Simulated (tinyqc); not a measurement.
Bloch-Grueneisen resistivity of a metal. From phonon resistivity rho_ph back to Debye temperature Theta. Computed by tinyqc, a small Python program. Command: `OMP_NUM_THREADS=1 python tinyqc.py 3028861 3028862 out.jsonl bg inv`. One thread of a shared host (Intel(R) Xeon(R) Processor @ 2.30GHz), about 0.01 s of CPU time with the checks.

Electrons scatter from a Debye spectrum of phonons (n = 5 for scattering within one band, n = 3 for scattering into a second, heavy band) and from static defects.

Inputs (values chosen for the exercise, modelled on nickel): exponent n = 5; transport coupling lambda_tr = 0.26; Drude plasma energy hbar w_p = 6.3 eV; temperature T = 20 K.

Addition: saturation.

Constants: k_B = 1.380649e-23 J/K; hbar = 1.054571817e-34 J s; eps_0 = 8.8541878128e-12 F/m; hbar = 6.582119569e-16 eV s.

Method. rho_ph = (n - 1) rho_1 (T/Theta)^n J_n(Theta/T), with rho_1 = 2 pi lambda_tr k_B Theta/(hbar eps_0 w_p^2), the high-temperature line at T = Theta. J_n(y) = int_0^y x^n e^x/(e^x - 1)^2 dx, by 96 Gauss-Legendre points (upper limit at most 60).

Problem. A run gave the result below. Find the Debye temperature Theta, known to lie between 240 and 660 K.

phonon resistivity rho_ph = 0.00116318 microohm cm

Solution.

Each step takes the trial c = (a f_b - b f_a)/(f_b - f_a), f being the result less the target and a, b, c the logarithms of the listed values; c replaces end b, the old b replaces a if the sign of f changed, and otherwise f_a is halved.

Scan of the range:
```
Debye temperature Theta (K)  phonon resistivity rho_ph (microohm cm)
240                                                        0.0124095
284                                                        0.0064254
336                                                        0.0032924
398                                                        0.0016735
471                                                        0.0008533
558                                                        0.0004332
660                                                        0.0002213
```

False position (Illinois rule, in the logarithm of the input) inside the bracket:
```
step    end a    end b    trial  phonon resistivity rho_ph (microohm cm)
1     398.000  471.000  441.969                               0.00110060
2     398.000  441.969  432.941                               0.00119530
3     441.969  432.941  435.982                               0.00116230
4     432.941  435.982  435.901                               0.00116317
5     432.941  435.901  435.899                               0.00116319
6     435.901  435.899  435.900                               0.00116318
```

Phonon resistivity rho_ph falls at every point of a 13-point scan of the range (every second point is shown), so one value fits; it is bracketed by 398 and 471. Answer: Debye temperature Theta = 435.9 K.
